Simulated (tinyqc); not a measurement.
Worked calculation: Landau levels of massless Dirac electrons. Values are carried at full precision from step to step, so a last printed digit may differ when a step is redone from the rounded ones.

In a field B along z: l = 1/sqrt((e/hbar) B) is the magnetic length, n_B = B/(h/e) the number of states per area in one level, hbar wc = 2 muB B/m for mass m in m0; 1/angstrom^2 = 1e16/cm^2.

Constants: e/hbar = 1.519267448e-05 1/(T angstrom^2); h/e = 413566.7697 T angstrom^2; muB = 5.788381798e-05 eV/T; e^2/h = 3.874045865e-05 S.

Inputs chosen for the exercise (out of a larger set: near those of graphene; not measured data):
- B = 1.1 T (magnetic field)
- n = 9.6 x 1e11/cm^2 (electron sheet density)
- hv = 7.06 eV angstrom (hbar v)

## Scales set by the field

Give l, n_B and the filling factor nu = n/n_B.

l = 244.62 angstrom
n_B = 0.2660 x 1e11/cm^2
nu = 36.093

## The lowest levels

E_N = sqrt(2N) hv/l for N = 0, 1, 2, ... and the mirror levels below zero; each is fourfold (spin, valley), Zeeman splitting left out; half of level 0 belongs to the electrons.

List the eight lowest, in meV, with the gap to the next.

Levels:
```
label  E (meV)  gap above (meV)
0        0.000           40.816
1       40.816           16.907
2       57.723           12.973
3       70.696           10.937
4       81.633            9.635
5       91.268            8.711
6       99.979            8.011
7      107.990            7.456
```

The largest of these gaps, 40.82 meV, first occurs above level 0 and is kB T at 474 K.

## Fields of the Hall plateaus

A plateau is centred where nu = n/n_B equals 2, 6, 10, 14, 18, 22; there rho_xy = h/(nu e^2).

Plateaus:
```
nu   B (T)  1/B (1/T)  rho_xy (kohm)
2   19.851     0.0504        12.9064
6    6.617     0.1511         4.3021
10   3.970     0.2519         2.5813
14   2.836     0.3526         1.8438
18   2.206     0.4534         1.4340
22   1.805     0.5541         1.1733
```

## Checks

- Level 3 from the Dirac matrix in 40 oscillator states against the formula, meV: both 70.696.

(tinyqc, `OMP_NUM_THREADS=1 python tinyqc.py 1281627 1281628 out.jsonl`, Intel(R) Xeon(R) Processor @ 2.30GHz, 1 thread, shared host, about 0.01 s.)
